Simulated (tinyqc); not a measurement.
RKS/exchange-only LDA in the sto-3g basis, for B+, spin multiplicity 1, step by step. Computed by tinyqc, a small Python program that keeps every step (integrals from PySCF). Settings: charge = 1, multiplicity = 1, basis = sto-3g, energy threshold = 1e-10, iteration cap = 76, orthogonalisation = symmetric, start = core, DIIS depth = 0, damping = 0.2, method = RKS, functional = Slater exchange alone, grid = [30, 14]. Command: `OMP_NUM_THREADS=1 python tinyqc.py 26093 26094 out.jsonl` (the two numbers bound the seeds that draw the settings). One thread of a shared host (Intel(R) Xeon(R) Processor @ 2.60GHz), about 0.1 s of CPU time with the checks. Later iterations appear only in the table of the cycle.

## One-electron integrals

Geometry (angstrom):
```
atom,x,y,z
B,0.000000,0.000000,0.000000
```

Basis sto-3g: exponents (1/bohr^2) and contraction coefficients of normalised primitives:
```
element,l (shell),exponent,coefficient
B,s (1),48.791113,0.154329
B,s (1),8.887362,0.535328
B,s (1),2.405267,0.444635
B,s (2),2.236956,-0.099967
B,s (2),0.519821,0.399513
B,s (2),0.169062,0.700115
B,p (3),2.236956,0.155916
B,p (3),0.519821,0.607684
B,p (3),0.169062,0.391957
```

Overlap, kinetic and nuclear-attraction integrals over the contracted functions; the nuclear repulsion is the sum of Za Zb / Rab.

nuclear repulsion = 0 hartree

overlap S, lower triangle:
```
,1B 1s,1B 2s,1B 2px,1B 2py,1B 2pz
1B 1s,1.000000
1B 2s,0.269328,1.000000
1B 2px,0.000000,0.000000,1.000000
1B 2py,0.000000,0.000000,0.000000,1.000000
1B 2pz,0.000000,0.000000,0.000000,0.000000,1.000000
```

kinetic energy T (hartree), lower triangle:
```
,1B 1s,1B 2s,1B 2px,1B 2py,1B 2pz
1B 1s,10.826302
1B 2s,-0.047967,0.359168
1B 2px,0.000000,0.000000,1.123881
1B 2py,0.000000,0.000000,0.000000,1.123881
1B 2pz,0.000000,0.000000,0.000000,0.000000,1.123881
```

nuclear attraction V (hartree), lower triangle:
```
,1B 1s,1B 2s,1B 2px,1B 2py,1B 2pz
1B 1s,-23.147388
1B 2s,-3.139362,-3.771633
1B 2px,0.000000,0.000000,-3.741440
1B 2py,0.000000,0.000000,0.000000,-3.741440
1B 2pz,0.000000,0.000000,0.000000,0.000000,-3.741440
```

core Hamiltonian H = T + V (hartree), lower triangle:
```
,1B 1s,1B 2s,1B 2px,1B 2py,1B 2pz
1B 1s,-12.321086
1B 2s,-3.187330,-3.412465
1B 2px,0.000000,0.000000,-2.617559
1B 2py,0.000000,0.000000,0.000000,-2.617559
1B 2pz,0.000000,0.000000,0.000000,0.000000,-2.617559
```

## Two-electron integrals

Functions are numbered as in S; the eight-fold symmetry (ij|kl) = (ji|kl) = (kl|ij) leaves the list below.

Two-electron integrals (ij|kl) in chemists' order, unique and non-zero (hartree):
```
i,j,k,l,(ij|kl)
1,1,1,1,2.923513
2,1,1,1,0.518376
2,1,2,1,0.109262
2,2,1,1,0.744229
2,2,2,1,0.193177
2,2,2,2,0.544804
3,1,3,1,0.020264
3,2,3,1,0.029996
3,2,3,2,0.120346
3,3,1,1,0.742491
3,3,2,1,0.193240
3,3,2,2,0.544682
3,3,3,3,0.586773
4,1,4,1,0.020264
4,2,4,1,0.029996
4,2,4,2,0.120346
4,3,4,3,0.031630
4,4,1,1,0.742491
4,4,2,1,0.193240
4,4,2,2,0.544682
4,4,3,3,0.523513
4,4,4,4,0.586773
5,1,5,1,0.020264
5,2,5,1,0.029996
5,2,5,2,0.120346
5,3,5,3,0.031630
5,4,5,4,0.031630
5,5,1,1,0.742491
5,5,2,1,0.193240
5,5,2,2,0.544682
5,5,3,3,0.523513
5,5,4,4,0.523513
5,5,5,5,0.586773
```

## Orthogonalisation

S = U s U^T; symmetric (Loewdin) form X = U s^(-1/2) U^T, so that X^T S X = 1.

eigenvalues of S: 0.730672  1.000000  1.000000  1.000000  1.269328

X, lower triangle:
```
,1B 1s,1B 2s,1B 2px,1B 2py,1B 2pz
1B 1s,1.028732
1B 2s,-0.141141,1.028732
1B 2px,0.000000,0.000000,1.000000
1B 2py,0.000000,0.000000,0.000000,1.000000
1B 2pz,0.000000,0.000000,0.000000,0.000000,1.000000
```

## Starting guess

The start is the orbitals of the core Hamiltonian; D = 2 C_occ C_occ^T.

D at the start, lower triangle:
```
,1B 1s,1B 2s,1B 2px,1B 2py,1B 2pz
1B 1s,2.156421
1B 2s,-0.580784,2.156421
1B 2px,0.000000,0.000000,0.000000
1B 2py,0.000000,0.000000,0.000000,0.000000
1B 2pz,0.000000,0.000000,0.000000,0.000000,0.000000
```

## Iteration 1: exchange-correlation on the grid

Becke grid with 30 radial and 14 angular points per atom, points of zero weight dropped. rho = sum D_ij phi_i phi_j; V_xc,ij = sum w v_xc phi_i phi_j; v_xc is d(rho eps)/d rho.

The 16 grid points with the largest w rho, of 420 (bohr, atomic units):
```
x,y,z,w,rho,eps_xc,v_xc
-0.185108,-0.185108,0.185108,0.009909,3.323139,-1.102134,-1.469513
0.185108,-0.185108,0.185108,0.009909,3.323139,-1.102134,-1.469513
-0.185108,0.185108,0.185108,0.009909,3.323139,-1.102134,-1.469513
0.185108,0.185108,0.185108,0.009909,3.323139,-1.102134,-1.469513
-0.185108,0.185108,-0.185108,0.009909,3.323139,-1.102134,-1.469513
0.185108,-0.185108,-0.185108,0.009909,3.323139,-1.102134,-1.469513
-0.185108,-0.185108,-0.185108,0.009909,3.323139,-1.102134,-1.469513
0.185108,0.185108,-0.185108,0.009909,3.323139,-1.102134,-1.469513
0.132265,-0.132265,-0.132265,0.004017,7.677676,-1.457007,-1.942676
-0.132265,-0.132265,-0.132265,0.004017,7.677676,-1.457007,-1.942676
0.132265,0.132265,-0.132265,0.004017,7.677676,-1.457007,-1.942676
-0.132265,0.132265,-0.132265,0.004017,7.677676,-1.457007,-1.942676
-0.132265,0.132265,0.132265,0.004017,7.677676,-1.457007,-1.942676
-0.132265,-0.132265,0.132265,0.004017,7.677676,-1.457007,-1.942676
0.132265,0.132265,0.132265,0.004017,7.677676,-1.457007,-1.942676
0.132265,-0.132265,0.132265,0.004017,7.677676,-1.457007,-1.942676
```

electrons on the grid, sum of w rho = 4.000000

E_xc = sum of w rho eps_xc = -3.07665976 hartree

V_xc (hartree), lower triangle:
```
,1B 1s,1B 2s,1B 2px,1B 2py,1B 2pz
1B 1s,-1.697478
1B 2s,-0.253733,-0.341521
1B 2px,0.000000,0.000000,-0.338379
1B 2py,0.000000,0.000000,0.000000,-0.338379
1B 2pz,0.000000,0.000000,0.000000,0.000000,-0.338379
```

## Iteration 1: building the Kohn-Sham matrix

J_ij = sum D_kl (ij|kl); F = H + J + V_xc; E = tr D H + tr D J / 2 + E_xc + E_nn.

Coulomb J (hartree), lower triangle:
```
,1B 1s,1B 2s,1B 2px,1B 2py,1B 2pz
1B 1s,7.307068
1B 2s,1.407494,2.555311
1B 2px,0.000000,0.000000,2.551226
1B 2py,0.000000,0.000000,0.000000,2.551226
1B 2pz,0.000000,0.000000,0.000000,0.000000,2.551226
```

Kohn-Sham matrix F (hartree), lower triangle:
```
,1B 1s,1B 2s,1B 2px,1B 2py,1B 2pz
1B 1s,-6.711496
1B 2s,-2.033568,-1.198675
1B 2px,0.000000,0.000000,-0.404712
1B 2py,0.000000,0.000000,0.000000,-0.404712
1B 2pz,0.000000,0.000000,0.000000,0.000000,-0.404712
```

total energy of this density = -23.48625178 hartree

This density is the starting one.

## Iteration 1: diagonalisation and new density

Diagonalise F' = X^T F X, C = X C', fill 2 alpha and 2 beta electrons from the bottom; D = 2 C_occ C_occ^T; the new density keeps 0.2 of the old one (damping). Each column has its largest component positive (the first on a tie).

F' = X^T F X (hartree), lower triangle:
```
,1,2,3,4,5
1,-6.536055
2,-1.044089,-0.811712
3,0.000000,0.000000,-0.404712
4,0.000000,0.000000,0.000000,-0.404712
5,0.000000,0.000000,0.000000,0.000000,-0.404712
```

orbital energies (hartree): MO1 -6.720546, MO2 -0.627221, MO3 -0.404712, MO4 -0.404712, MO5 -0.404712

coefficients C:
```
,MO1,MO2,MO3,MO4,MO5
1B 1s,0.988480,-0.317991,0.000000,0.000000,0.000000
1B 2s,0.040016,1.037598,0.000000,0.000000,0.000000
1B 2px,0.000000,0.000000,0.979168,-0.186853,-0.079469
1B 2py,0.000000,0.000000,0.188907,0.981809,0.019102
1B 2pz,0.000000,0.000000,0.074454,-0.033716,0.996654
```

D after iteration 1, lower triangle:
```
,1B 1s,1B 2s,1B 2px,1B 2py,1B 2pz
1B 1s,2.156421
1B 2s,-0.580784,2.156421
1B 2px,0.000000,0.000000,0.000000
1B 2py,0.000000,0.000000,0.000000,0.000000
1B 2pz,0.000000,0.000000,0.000000,0.000000,0.000000
```

Within a degenerate level the vectors are fixed only up to a rotation; this is one choice.

## Iteration 2: exchange-correlation on the grid

As before.

The 16 grid points with the largest w rho, of 420 (bohr, atomic units):
```
x,y,z,w,rho,eps_xc,v_xc
-0.185108,-0.185108,0.185108,0.009909,3.323139,-1.102134,-1.469513
0.185108,-0.185108,0.185108,0.009909,3.323139,-1.102134,-1.469513
-0.185108,0.185108,0.185108,0.009909,3.323139,-1.102134,-1.469513
0.185108,0.185108,0.185108,0.009909,3.323139,-1.102134,-1.469513
-0.185108,0.185108,-0.185108,0.009909,3.323139,-1.102134,-1.469513
0.185108,-0.185108,-0.185108,0.009909,3.323139,-1.102134,-1.469513
-0.185108,-0.185108,-0.185108,0.009909,3.323139,-1.102134,-1.469513
0.185108,0.185108,-0.185108,0.009909,3.323139,-1.102134,-1.469513
0.132265,-0.132265,-0.132265,0.004017,7.677676,-1.457007,-1.942676
-0.132265,-0.132265,-0.132265,0.004017,7.677676,-1.457007,-1.942676
0.132265,0.132265,-0.132265,0.004017,7.677676,-1.457007,-1.942676
-0.132265,0.132265,-0.132265,0.004017,7.677676,-1.457007,-1.942676
-0.132265,0.132265,0.132265,0.004017,7.677676,-1.457007,-1.942676
-0.132265,-0.132265,0.132265,0.004017,7.677676,-1.457007,-1.942676
0.132265,0.132265,0.132265,0.004017,7.677676,-1.457007,-1.942676
0.132265,-0.132265,0.132265,0.004017,7.677676,-1.457007,-1.942676
```

electrons on the grid, sum of w rho = 4.000000

E_xc = sum of w rho eps_xc = -3.07665976 hartree

V_xc (hartree), lower triangle:
```
,1B 1s,1B 2s,1B 2px,1B 2py,1B 2pz
1B 1s,-1.697478
1B 2s,-0.253733,-0.341521
1B 2px,0.000000,0.000000,-0.338379
1B 2py,0.000000,0.000000,0.000000,-0.338379
1B 2pz,0.000000,0.000000,0.000000,0.000000,-0.338379
```

## Iteration 2: building the Kohn-Sham matrix

As before.

Coulomb J (hartree), lower triangle:
```
,1B 1s,1B 2s,1B 2px,1B 2py,1B 2pz
1B 1s,7.307068
1B 2s,1.407494,2.555311
1B 2px,0.000000,0.000000,2.551226
1B 2py,0.000000,0.000000,0.000000,2.551226
1B 2pz,0.000000,0.000000,0.000000,0.000000,2.551226
```

Kohn-Sham matrix F (hartree), lower triangle:
```
,1B 1s,1B 2s,1B 2px,1B 2py,1B 2pz
1B 1s,-6.711496
1B 2s,-2.033568,-1.198675
1B 2px,0.000000,0.000000,-0.404712
1B 2py,0.000000,0.000000,0.000000,-0.404712
1B 2pz,0.000000,0.000000,0.000000,0.000000,-0.404712
```

total energy of this density = -23.48625178 hartree

This density is a damped mixture and is not idempotent.

## Iteration 2 (converged): orbitals

Diagonalise F' = X^T F X, C = X C', fill 2 alpha and 2 beta electrons from the bottom; D = 2 C_occ C_occ^T. Each column has its largest component positive (the first on a tie).

F' = X^T F X (hartree), lower triangle:
```
,1,2,3,4,5
1,-6.536055
2,-1.044089,-0.811712
3,0.000000,0.000000,-0.404712
4,0.000000,0.000000,0.000000,-0.404712
5,0.000000,0.000000,0.000000,0.000000,-0.404712
```

orbital energies (hartree): MO1 -6.720546, MO2 -0.627221, MO3 -0.404712, MO4 -0.404712, MO5 -0.404712

coefficients C:
```
,MO1,MO2,MO3,MO4,MO5
1B 1s,0.988480,-0.317991,0.000000,0.000000,0.000000
1B 2s,0.040016,1.037598,0.000000,0.000000,0.000000
1B 2px,0.000000,0.000000,-0.471927,0.083705,0.877655
1B 2py,0.000000,0.000000,0.844891,-0.241470,0.477339
1B 2pz,0.000000,0.000000,0.251883,0.966792,0.043235
```

D after iteration 2, lower triangle:
```
,1B 1s,1B 2s,1B 2px,1B 2py,1B 2pz
1B 1s,2.156421
1B 2s,-0.580784,2.156421
1B 2px,0.000000,0.000000,0.000000
1B 2py,0.000000,0.000000,0.000000,0.000000
1B 2pz,0.000000,0.000000,0.000000,0.000000,0.000000
```

Within a degenerate level the vectors are fixed only up to a rotation; this is one choice.

## Convergence

Stop when the energy changes by less than 1e-10 hartree and every element of the error matrix X^T (F D S - S D F) X is below 3e-06.

Course of the cycle:
```
iteration,E (hartree),change,largest element of the error matrix
1,-23.48625178,-,3.44e-17
2,-23.48625178,0.000000,4.18e-17
```

PySCF RKS in the same basis, fine grid = -23.48624988 hartree

Converged in 2 iterations.

## Populations

Mulliken: Z minus the diagonal of D S on the atom; Loewdin: the same with S^(1/2) D S^(1/2).

Charges (e):
```
atom,Mulliken,Loewdin
1B,1.000000,1.000000
```
